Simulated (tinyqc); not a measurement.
Changing the temperature T: valley-orbit splitting of a donor ground state, with strain. Computed by tinyqc, a small Python program. Command: `OMP_NUM_THREADS=1 python tinyqc.py 3025885 3025886 out.jsonl valleyorbit sweep`. One thread of a shared host (Intel(R) Xeon(R) Processor @ 2.30GHz), about 0.01 s of CPU time with the checks.

The basis is the 1s envelope in each valley; energies are counted from the unstrained conduction-band edge. The strain is e_s (a a^T - 1/3) for the unit stress axis a, so valley j along n_j moves by Xi_u e_s w_j with w_j = (n_j.a)^2 - 1/3: +2/3 for [111], -2/9 for the others.

Inputs (values chosen for the exercise, modelled on donors in germanium): single-valley binding energy E_0 = 9.73 meV; central-cell shift Lambda = 1 meV; coupling Delta_1 = 0.5 meV; shear deformation potential Xi_u = 15.8 eV; shear strain e_s = 5.6e-05; donor density N_D = 2e+16 cm^-3; density-of-states mass of one valley m_e = 0.215 m_0.

Valleys: four along <111>. Stress axis: [111].

Constants: k_B = 8.617333262e-05 eV/K; m_0 = 9.1093837015e-31 kg; k_B = 1.380649e-23 J/K; h = 6.62607015e-34 J s.

Method. H_jj = -(E_0 + Lambda) + Xi_u e_s w_j; H_jk = -Delta_1 between any two valleys. z = sum over levels of exp(-(E - E_ground)/k_B T), the ground-state share being 1/z; N_c = 2 (2 pi m_e k_B T/h^2)^(3/2) sum_j exp(-(shift_j - lowest shift)/k_B T); n1 = N_c/(2 z) exp(-binding/k_B T), binding = lowest shift - E_ground; without compensation n = 2 N_D/(1 + sqrt(1 + 4 N_D/n1)) (Boltzmann statistics; p and higher states left out).

One run for each value:
```
temperature T (K)  partition sum z  share of neutral donors in the ground state  free electrons n (cm^-3)
10                          1.2892                                      0.77569                1.8093e+13
15                          1.6236                                      0.61593                2.2954e+14
23                          2.0710                                      0.48285                1.4046e+15
36                          2.5497                                      0.39220                4.8702e+15
55                          2.9450                                      0.33956                1.0009e+16
84                          3.2579                                      0.30695                1.4775e+16
130                         3.4962                                      0.28602                1.7704e+16
200                         3.6619                                      0.27308                1.9010e+16
300                         3.7701                                      0.26525                1.9538e+16
```

Describe the trends.

Over the rows, partition sum z rises from 1.29 to 3.77 (exponent d ln y / d ln x 0.57 between the first rows and 0.072 between the last); share of neutral donors in the ground state falls from 0.776 to 0.265 (exponent d ln y / d ln x -0.57 between the first rows and -0.072 between the last); free electrons n (cm^-3) rises from 1.81e13 to 1.95e16 (exponent d ln y / d ln x 6.3 between the first rows and 0.068 between the last).

Caution (all rows): at this donor density neighbouring orbits begin to overlap and the depth shrinks, which a fixed level leaves out. Caution (rows 55.0, 84.0, 130, 200, 300): k_B T exceeds a third of E_0, so the p and higher states, left out, hold part of the bound electrons.
